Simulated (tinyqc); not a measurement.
A ladder of methods, and size consistency: correlation methods against full CI in the 6-31g basis, for H2, spin multiplicity 1. Computed by the program tinyqc with PySCF. Command: `OMP_NUM_THREADS=1 python tinyqc.py 110334 110335 out.jsonl`; one thread of a shared host (Intel(R) Xeon(R) Processor @ 2.60GHz), about 0.3 s.

Geometry (angstrom):

| atom | x | y | z |
|---|---|---|---|
| H | 0.0000 | 0.0000 | 0.0000 |
| H | 0.0000 | 0.0000 | 0.6540 |

RHF energy of one = -1.121795 hartree

All electrons correlated; +Q is the Davidson correction (1 - c0^2) E_corr. The last columns treat two copies 100 angstrom apart as one system. FCI is the lowest singlet.

Correlation energies (hartree):

| method | E_corr of one | share of FCI (%) | E_corr of two at 100 angstrom | two minus twice one (mhartree) |
|---|---|---|---|---|
| MP2 | -0.01644 | 71.327 | -0.03288 | 0.000 |
| CISD | -0.02305 | 100.000 | -0.04557 | 0.529 |
| CISD+Q | -0.02332 | 101.177 | -0.04660 | 0.039 |
| CCSD | -0.02305 | 100.000 | -0.04610 | 0.000 |
| CCSD(T) | -0.02305 | 100.000 | -0.04610 | 0.000 |
| FCI | -0.02305 | 100.000 | - | - |

MP2 recovers 71 %, CISD 100.0 % and CCSD 100.0 % of the FCI value (c0^2 = 0.988 in CISD). MP2 and coupled cluster are size consistent, so their last column vanishes; CISD loses 0.53 mhartree, since a double excitation on each copy is a quadruple of the pair, and the Davidson correction leaves +0.04. With two electrons, or one virtual orbital, CISD and CCSD are exact for one copy, so +Q overshoots there.
